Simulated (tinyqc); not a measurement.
Classical Heisenberg spin chain: exact results, Metropolis, heat-bath and over-relaxation steps, and a Monte Carlo run: one step, computed by the program tinyqc.

E = -J sum_i s_i . s_(i+1) for unit vectors s_i on an open chain; K = J/(k_B T).

Task: Four single-spin steps. The given spins are first normalised. Spins 2 and 3 are updated in turn, with h = K (sum of the two neighbours). Heat bath: cos(theta) = 1 + ln(1 - r1 (1 - exp(-2 |h|)))/|h| about n = h/|h|, azimuth 2 pi r2 = phi in the frame a = n x z/|n x z|, b = n x a: s = n cos(theta) + sin(theta)(a cos(phi) + b sin(phi)); r1, r2 are the first two numbers of the row.

Inputs (values chosen for the exercise, for a model chain of large moments): temperature T = 89.1 K.

Update: heat bath.

four neighbouring spins (rows; components x, y, z):
```
,1,2,3
1,0.0461,0.1903,-0.9807
2,0.3269,0.8536,0.4057
3,-0.3617,0.1366,0.9222
4,0.3743,0.8935,0.2480
```

random numbers, one row a step:
```
,1,2,3
1,0.3308,0.5290,0.8732
2,0.7411,0.1633,0.8288
3,0.9416,0.6678,0.9908
4,0.6822,0.9681,0.1240
```

K = 4.167728

Give: the table «Steps» with the columns |h|, h . s before, h . s after, move, x, y, z.

Result:

Steps:
```
spin,|h|,h . s before,h . s after,move,x,y,z
2,1.9094,0.6341,1.5185,heat bath,-0.98653,0.16343,0.00755
3,5.2009,2.5069,3.8497,heat bath,-0.12065,0.90348,-0.41130
2,7.3845,1.0077,4.5441,heat bath,-0.45087,0.89062,-0.05931
3,7.4841,6.4332,6.3378,heat bath,0.48511,0.85260,0.19429
```
